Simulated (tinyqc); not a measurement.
Gap and screening length from two transmissions.

Problem. At the source junction of a tunnel FET, T(w) = exp(-S), S = 2 pi lam sqrt(m/(C Eg)) [w + Eg/2 - sqrt(w (w + Eg))], C = hbar^2/(2 m0). Find Eg (between 0.1 and 3 eV) and lam.

Inputs (values chosen for the exercise): band-edge mass of the two-band model m = 0.039 m0.

Constants: q = 1.602176634e-19 C, hbar = 1.054571817e-34 J s, m0 = 9.1093837015e-31 kg, hbar^2/(2 m0) = 0.0380998212 eV nm^2. Results are converted to the units shown.

T(w) at w = 0.11 and 0.49 eV: [0.0010158810, 0.030293447]

Solution. The ratio of the two exponents depends on Eg alone and falls steadily with it, which fixes Eg; either exponent then gives lam.

ratio of the two S = 1.97
Eg = 0.909 eV
lam = 4.50 nm

tinyqc, about 0.01 s, one thread, Intel Xeon 2.30GHz (shared host): `OMP_NUM_THREADS=1 python tinyqc.py 2620087 2620088 out.jsonl`
